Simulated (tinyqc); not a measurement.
Approximations to the ground state: Holstein polaron on two sites. Computed by tinyqc, a small Python program. Command: `OMP_NUM_THREADS=1 python tinyqc.py 3007584 3007585 out.jsonl holstein walk`. One thread of a shared host (Intel(R) Xeon(R) Processor @ 2.30GHz), about 0.01 s of CPU time with the checks.

One electron on sites 1 and 2: H = -t (c1+ c2 + c2+ c1) + hbar omega sum_i b_i+ b_i - g hbar omega sum_i n_i (b_i + b_i+). The symmetric phonon shifts the energy by -g^2 hbar omega/2 and drops out; with b = (b_1 - b_2)/sqrt(2) there remains H = -t sigma_x + hbar omega b+ b - (g hbar omega/sqrt(2)) sigma_z (b + b+). Parity splits it into blocks p = +1 and -1 over phonon numbers n. Zero-point energies are left out. Weights Z refer to mode b alone; the displaced symmetric mode multiplies the full zero-phonon weight by exp(-g^2/2).

Inputs (values chosen for the exercise, for a model dimer): hopping t = 20 meV; phonon energy hbar omega = 119 meV; coupling g = 0.202.

Method:
- Polaron binding energy E_p = g^2 hbar omega; ratio E_p/t (the adiabatic potential has two wells when it exceeds 1); adiabaticity hbar omega/t.
- Block p: H_nn = n hbar omega - p t (-1)^n - g^2 hbar omega/2, H_(n,n+1) = -(g hbar omega/sqrt(2)) sqrt(n + 1).
- Use 60 levels in both blocks; Z = c_0^2 is the weight of n = 0 in the ground state c; the splitting is the lowest odd level less the lowest even one, which without coupling is the smaller of 2t and hbar omega; <sigma_x> = sum (-1)^n c_n^2 measures the kinetic energy.
- Second order: E = -t - E_p/2 - (E_p/2) hbar omega/(hbar omega + 2t). Lang-Firsov: E = -E_p - t exp(-g^2). Variable displacement: E(x) = -E_p/2 - t exp(-g^2 x^2) - (E_p/2)(2x - x^2), minimised over 0 <= x <= 1. Adiabatic, classical lattice: E = -E_p/2 - t for E_p < t, else -E_p - t^2/(2 E_p); it leaves out the change of zero-point energy.

E_p = 4.855676 meV

E_p/t = 0.242784

ground-state energy = -24.2519 meV

hbar omega/t = 5.95

splitting/(2t) = 0.955523

Ground-state energy (meV):
```
method                       E  E - exact
second order in g      -24.245     0.0070
Lang-Firsov            -24.056     0.1958
variable displacement  -24.250     0.0017
adiabatic, classical   -22.428     1.8240
```

best displacement x = 0.75276

What does the comparison show, and why?

Closest here is variable displacement (0.00 meV), furthest adiabatic, classical (+1.82 meV), at hbar omega/t = 5.95 and E_p/t = 0.24. Lang-Firsov and variable displacement are variational and lie above the exact value. The Lang-Firsov narrowing exp(-g^2) = 0.96 compares with the exact splitting ratio 0.956.

Extremes, crossings and ranges named in words are read from the listed rows.
